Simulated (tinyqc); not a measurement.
Six-band Luttinger-Kohn model with strain: one step. The terms P, Q, R, S at one k. Three cases, with inputs chosen for the exercise.

Task: Form the four terms.

P = c g1 k^2 - av tr(e); Q = c g2 (kx^2 + ky^2 - 2 kz^2) - (b/2)(exx + eyy - 2 ezz); R = c sqrt3 [-g2 (kx^2 - ky^2) + 2i g3 kx ky] + (sqrt3/2) b (exx - eyy) - i d exy; S = 2 c sqrt3 g3 (kx - i ky) kz - d (exz - i eyz); c = hbar^2/2m0, e the strain tensor (not engineering shear).

Constants: hbar^2/2m0 = 3.80998211 eV angstrom^2.

Case 1.

Values chosen (near those of Si; shifted at random, so the results belong to these values and not to a real crystal): Dso = 0.046 eV (spin-orbit splitting); g1 = 4.34 (Luttinger gamma1); g2 = 0.34 (gamma2); g3 = 1.43 (gamma3); av = 2.33 eV (valence hydrostatic potential); b = -2.06 eV (tetragonal shear potential); d = -4.73 eV (trigonal shear potential); k = (0.025, 0.039, 0.059) 1/angstrom (wave vector).

strain tensor:
```
             x            y            z
x  -0.00256667  -0.00497416  -0.00497416
y  -0.00497416  -0.00256667  -0.00497416
z  -0.00497416  -0.00497416  -0.00256667
```

Case 2.

Values chosen (near those of Si; shifted at random, so the results belong to these values and not to a real crystal): Dso = 0.043 eV (spin-orbit splitting); g1 = 4.3 (Luttinger gamma1); g2 = 0.34 (gamma2); g3 = 1.45 (gamma3); av = 2.46 eV (valence hydrostatic potential); b = -2.12 eV (tetragonal shear potential); d = -4.73 eV (trigonal shear potential); k = (0.044, 0.033, 0.045) 1/angstrom (wave vector).

strain tensor:
```
            x            y            z
x  0.01451552   0.00000000   0.00000000
y  0.00000000  -0.00407993   0.00000000
z  0.00000000   0.00000000  -0.00407993
```

Case 3.

Values chosen (near those of InSb; shifted at random, so the results belong to these values and not to a real crystal): Dso = 0.82 eV (spin-orbit splitting); g1 = 34.97 (Luttinger gamma1); g2 = 15.47 (gamma2); g3 = 16.55 (gamma3); av = 0.35 eV (valence hydrostatic potential); b = -1.99 eV (tetragonal shear potential); d = -4.74 eV (trigonal shear potential); k = (0.008, 0.009, 0.009) 1/angstrom (wave vector).

strain tensor:
```
             x            y            z
x  -0.00235457  -0.00539683  -0.00539683
y  -0.00539683  -0.00235457  -0.00539683
z  -0.00539683  -0.00539683  -0.00235457
```

Give: Terms (eV).

Result:

Case 1.

Terms (eV):
```
term            from k        from strain
P              0.09304            0.01794
Q             -0.00624            0.00000
R     0.00201+0.01840i          -0.02353i
S     0.02784-0.04343i  -0.02353+0.02353i
```

Case 2.

Terms (eV):
```
term             from k  from strain
P               0.08273     -0.01563
Q              -0.00133      0.01971
R     -0.00190+0.02779i     -0.03414
S      0.03789-0.02842i      0.00000
```

Case 3.

Terms (eV):
```
term            from k        from strain
P              0.03011            0.00247
Q             -0.00100            0.00000
R     0.00174+0.01573i          -0.02558i
S     0.01573-0.01769i  -0.02558+0.02558i
```

Computed by tinyqc, one run a case: `OMP_NUM_THREADS=1 python tinyqc.py N N+1 out.jsonl` with N = 1080952, 1081056, 1081278; one thread of a shared Intel(R) Xeon(R) Processor @ 2.30GHz, about 0.08 s a run at most.
